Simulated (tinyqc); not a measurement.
## Coupling and lever arm from microwave spectroscopy

Inverse problem. A charge qubit absorbs at h f = sqrt(ep^2 + 4 tc^2), ep = al (V - V0). Find al, V0 and tc.

Constants: q = 1.602176634e-19 C, h = 6.62607015e-34 J s. Results are converted to the units shown.

gate voltage (mV): 0.2805  0.363  0.429
resonance frequency Om/h (GHz): 2.4093124  2.1584072  3.4631684

Answer. (h f)^2 is a parabola in V: its curvature gives al, its vertex V0 and 4 tc^2.

al = 0.1200 eV/V
V0 = 0.3300 mV
tc = 4.000 ueV

tinyqc, about 0.01 s, one thread, Intel Xeon 2.30GHz (shared host): `OMP_NUM_THREADS=1 python tinyqc.py 2470024 2470025 out.jsonl`
